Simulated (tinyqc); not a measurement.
Illuminated p-n diode, drift-diffusion by the Gummel loop with Scharfetter-Gummel fluxes: one step of the calculation.

Abrupt junction at x = 0, p side from -Lp, n side to Ln, ohmic contacts. psi is counted from the intrinsic level; n = ni exp((psi - phin)/Vt), p = ni exp((phip - psi)/Vt). Contacts: p side psi = V - Vt ln(Na/ni), p = Na, n = ni^2/Na; n side psi = Vt ln(Nd/ni), n = Nd, p = ni^2/Nd. Constant mobilities, D = mu Vt, Boltzmann statistics, SRH recombination through a mid-gap level, U = (n p - ni^2)/(tp (n + ni) + tn (p + ni)). Current is positive from the p contact to the n contact.

Task. Electron continuity. With psi and p held, F_i = (mun Vt/h_i) [n_(i+1) B(d_i) - n_i B(-d_i)], d_i = (psi_(i+1) - psi_i)/Vt, B(d) = d/(exp(d) - 1); solve F_i - F_(i-1) = w_i [(n_i p_i - ni^2)/den_i - G] for the new n, with den = tp (n + ni) + tn (p + ni) taken at the old n and p, h_i = x_(i+1) - x_i, w_i = (h_(i-1) + h_i)/2; phin = psi - Vt ln(n/ni).

Values chosen for this exercise; band and dielectric values close to those of gallium arsenide: temperature T = 275 K; acceptor density of the p side Na = 9.7e15 cm^-3; donor density of the n side Nd = 9.1e15 cm^-3; electron mobility mun = 6400 cm^2/(V s); SRH lifetime of electrons tn = 2e-9 s; SRH lifetime of holes tp = 1e-10 s; uniform generation rate G = 2e21 cm^-3 s^-1.

Constants: q = 1.602176634e-19 C, kB = 1.380649e-23 J/K, Vt = kB T/q. Results are converted to the units shown.

```
node  x (nm)     psi (V)  n after Poisson (cm^-3)  p after Poisson (cm^-3)
0      -6800  0.20827254             1.9871244e-6                   9.7e15
1      -3260  0.20838061             6.1829140e11             9.7006220e15
2      -1520  0.20840996             4.0781073e11             9.7004050e15
3       -671  0.20842857             1.7392868e11             9.6959540e15
4       -254  0.21000018             3.2297512e10             9.0746481e15
5        -50  0.26633522             1.5115203e10             8.4228914e14
6         50  0.48280947             9.7895706e13             1.0110518e11
7        163  0.57545851             4.8824736e15             2.4658894e10
8        292  0.58888227             8.6029254e15             6.5200170e10
9        437  0.59011815             9.0634212e15             1.0095153e11
10       602  0.59020862             9.0980089e15             1.1276017e11
11       789  0.59021402             9.0999905e15             8.8718846e10
12      1000  0.59021433                   9.1e15             2.1181436e-6
```

ni = 1.3883482e5 cm^-3

Find: new n; phin after round 2.

Result.

```
node  new n (cm^-3)  phin after round 2 (V)
0         1.9871e-6                 0.80000
1         6.1570e11                -0.15431
2         4.0576e11                -0.14440
3         1.7302e11                -0.12418
4         3.2143e10                -0.08272
5         1.5098e10                -0.00848
6         9.7895e13                 0.00000
7         4.8825e15                 0.00000
8         8.6029e15                 0.00000
9         9.0634e15                 0.00000
10        9.0980e15                 0.00000
11        9.1000e15                 0.00000
12        9.1000e15                 0.00000
```

Numbers from tinyqc (`OMP_NUM_THREADS=1 python tinyqc.py 2240074 2240075 out.jsonl`; about 0.9 s on one thread of a shared Intel Xeon 2.30GHz).
